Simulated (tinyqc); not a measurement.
# MOS capacitor on a p-type substrate, surface potential from the exact charge relation: two studies

Uniform p-type substrate, Boltzmann statistics, full ionisation, classical densities. psi is the surface potential against the body (positive when the bands bend down) and u = psi/Vt. Traps are spread evenly over the gap and neutral at flat band, so their charge is -q Dit psi; the minority quasi-Fermi level is shifted by Vb.

Values chosen for this exercise; band and dielectric values close to those of silicon:

| symbol | value | unit | meaning |
|---|---|---|---|
| T | 450 | K | temperature |
| Eg | 1.14 | eV | band gap |
| eps_r | 11.5 |  | relative permittivity |
| Nc | 5.13e19 | cm^-3 | conduction-band density of states at T |
| Nv | 4.81e19 | cm^-3 | valence-band density of states at T |
| chi | 3.97 | eV | electron affinity |
| N | 5e18 | cm^-3 | acceptor density of the substrate |
| eox | 21.9 |  | relative permittivity of the gate insulator (close to hafnium oxide) |
| tox | 14 | nm | insulator thickness |
| phiM | 4.46 | eV | gate work function |
| Nf | 1.5e11 | cm^-2 | fixed charge at the interface, in units of q |
| Dit | 4.4e12 | cm^-2 eV^-1 | density of interface traps |
| Vb | 0 | V | reverse bias of the inversion layer against the body |

Constants: q = 1.602176634e-19 C, kB = 1.380649e-23 J/K, Vt = kB T/q, eps0 = 8.8541878128e-14 F/cm where lengths are in cm. Results are converted to the units shown.

Each table varies one quantity; the others keep the values above.

## Capacitance-voltage curves

ni = sqrt(Nc Nv) exp(-Eg/(2 Vt)), Eg in volts; phiF = Vt ln(N/ni); Cox = eps0 eox/tox; Vfb = phiM - chi - (Eg - Vt ln(Nv/N)) - q Nf/Cox; Q0 = sqrt(2 eps0 eps_r q N Vt); r = (ni/N)^2 exp(-Vb/Vt); VT = Vfb + [(2 phiF + Vb)(1 + q Dit/Cox) + sqrt(2 eps0 eps_r q N (2 phiF + Vb))/Cox]. u = psi/Vt; F^2 = exp(-u) + u - 1 + r (exp(u) - u - 1); Qs = -sign(u) Q0 F; Cs = -dQs/dpsi = (Q0/Vt) |1 - exp(-u) + r (exp(u) - 1)|/(2 F). psi solves Vg = Vfb + psi + (q Dit psi - Qs)/Cox. Low frequency: 1/C_LF = 1/Cox + 1/(Cs + q Dit). High frequency, in the simple estimate in which traps and minority carriers do not follow: 1/C_HF = 1/Cox + 1/Cd, Cd being Cs with r = 0 at the same psi. Deep depletion: r = 0 and Dit = 0 both in the equation for psi and in Cs. Minority sheet density N_inv = (Q0/(2 q)) int_0^u r (exp(t) - 1)/F(t) dt for u > 0. N_inv under 1 cm^-2 is printed as 0. Regimes: accumulation when majority carriers gather, then depletion up to |psi| = phiF + Vb, weak inversion up to 2 phiF + Vb, strong inversion beyond.

Capacitance-voltage curves:
```
Vg (V)    psi (V)  C_LF/Cox  C_HF/Cox  C_deep/Cox  N_inv (cm^-2)            regime
-1.4     -0.10950   0.91518   0.91135     0.91582              0      accumulation
-0.87   -0.050684   0.85434   0.84267     0.84809              0      accumulation
-0.34    0.057446   0.72663   0.68245     0.66936         48.540         depletion
0.19      0.23750   0.60643   0.50784     0.47461         3014.8         depletion
0.72      0.46312   0.54890   0.41446     0.37986       6.4833e5         depletion
1.25      0.71127   0.51740   0.35990     0.32576       3.0314e8    weak inversion
1.77      0.95929   0.58692   0.32459     0.29026      1.5242e11    weak inversion
2.3        1.0793   0.88711   0.31131     0.26387      2.7316e12  strong inversion
2.83       1.1216   0.94111   0.30704     0.24358      6.6529e12  strong inversion
```

C_LF/Cox is lowest, 0.517, at Vg = 1.25 V (weak inversion) among the rows listed and is 0.941 in the last row, where C_HF/Cox is 0.307 and the deep-depletion value 0.244. Vfb = -0.580 V, where C_HF/Cox = 0.768 (Cox in series with eps0 eps_r/LD), and VT = 1.78 V. Over the last two rows psi moves by only 0.080 V a volt of gate bias, since the inversion charge screens the body. The traps add q Dit = 0.51 Cox beside Cs, which lifts C_LF above C_HF even in depletion. In strong accumulation and inversion degeneracy and confinement, left out here, lower the capacitance.

## Effect of the reverse bias of the inversion layer against the body on threshold and swing

ni = sqrt(Nc Nv) exp(-Eg/(2 Vt)), Eg in volts; phiF = Vt ln(N/ni); Cox = eps0 eox/tox; Vfb = phiM - chi - (Eg - Vt ln(Nv/N)) - q Nf/Cox; VT = Vfb + [(2 phiF + Vb)(1 + q Dit/Cox) + sqrt(2 eps0 eps_r q N (2 phiF + Vb))/Cox]. gamma = sqrt(2 eps0 eps_r q N)/Cox; Wm = sqrt(2 eps0 eps_r (2 phiF + Vb)/(q N)); m = 1 + (eps0 eps_r/Wm + q Dit)/Cox; swing m Vt ln 10; Cmin/Cox = 1/(1 + Cox Wm/(eps0 eps_r)).

In this table Dit = 0 cm^-2 eV^-1.

The same in every row: Vfb (V) = -0.5796; 2 phiF (V) = 0.9619; gamma (V^0.5) = 0.9222.

Effect of the reverse bias of the inversion layer against the body on threshold and swing:
```
Vb (V)  VT (V)  Wm (nm)      m  swing (mV/decade)  Cmin/Cox
0        1.287    15.64  1.470              131.3    0.3198
0.4      1.859    18.61  1.395              124.6    0.2832
0.8      2.406    21.16  1.347              120.3    0.2578
1.2      2.938    23.44  1.314              117.3    0.2387
1.6      3.458    25.52  1.288              115.0    0.2236
2        3.969    27.44  1.268              113.2    0.2113
2.4      4.473    29.23  1.251              111.7    0.2009
2.8      4.971    30.92  1.238              110.5    0.1921
```

What does the table show?

As Vb goes from 0 to 2.8, VT rises from 1.29 to 4.97 V, the swing falls from 131 to 111 mV/decade and Cmin/Cox falls from 0.320 to 0.192. Vfb does not move. The slope |dVT/dVb| between the first two rows is 1.43, close to m (VT is counted against the body; against the source it is m - 1).

Computed by the program tinyqc: `OMP_NUM_THREADS=1 python tinyqc.py 2060074 2060075 out.jsonl`, one thread of a shared Intel Xeon 2.30GHz, about 0.01 s for the whole run.
